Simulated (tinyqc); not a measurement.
Tail absorption against field: Franz-Keldysh effect at a direct gap.

Parabolic bands, vertical transitions, no excitons. For each hole band j: mr = me mj/(me + mj); joint density of states J_j(E) = (mr/c)^(3/2) sqrt(E - Eg)/(2 pi^2), both spins, c = hbar^2/2m0; averaged matrix element |e.p|^2 = m0 Ep/6; alpha_j(E) = 4 pi^2 alpha_f c Ep J_j/(3 nr E) in 1/angstrom (alpha_f the fine-structure constant, listed as alpha among the constants), times 1e8 for 1/cm.

In a field Fd (1 kV/cm = 1e-5 V/angstrom) the electro-optic energy of band j is th = (c (e Fd)^2/mr)^(1/3), and sqrt(E - Eg) in J_j is replaced by pi sqrt(th) [Ai'(b)^2 - b Ai(b)^2] with b = (Eg - E)/th; Ai is the Airy function.

Constants: hbar^2/2m0 = 3.80998211 eV angstrom^2; fine-structure constant alpha = 0.007297352564.

Inputs chosen for the exercise (near those of GaAs; not measured data): Eg = 1.411 eV (direct gap); me = 0.066 m0 (electron mass); mhh = 0.477 m0 (heavy-hole mass); mlh = 0.0808 m0 (light-hole mass); Ep = 25.3 eV (Kane energy); nr = 3.56 (refractive index); det = 25 meV (detuning below the gap).

At E = Eg - det; the field takes the values listed. The last column is the length for 10 dB of loss.

Results:
```
Fd (kV/cm)  th heavy (meV)  b heavy  alpha (1/cm)  length (micrometre)
10                    8.69    2.876         0.324             7.11e+04
20                   13.80    1.811          9.90             2.33e+03
40                   21.91    1.141          73.3                  314
60                   28.71    0.871           161                  143
100                  40.35    0.620           337                 68.4
150                  52.88    0.473           528                 43.6
250                  74.33    0.336           829                 27.8
400                 101.69    0.246      1.16e+03                 19.8
```

How do the results move, and what explains it?

alpha grows by 2.7 decades from 10 to 60 kV/cm and by a factor 1.40 over the last step, where the field grows by 1.6: the exponent (4/3) b^(3/2) goes as 1/Fd, so the gain is steep only while b > 1 (deep in the tail the light-hole pair, with its smaller b, carries most of it), that is up to 40 kV/cm of those listed. Values below about 10 1/cm lie under the Urbach and exciton tails of a real crystal, left out here.

Program tinyqc; command `OMP_NUM_THREADS=1 python tinyqc.py 1681988 1681989 out.jsonl`; about 0.01 s on one thread of a shared Intel(R) Xeon(R) Processor @ 2.30GHz.
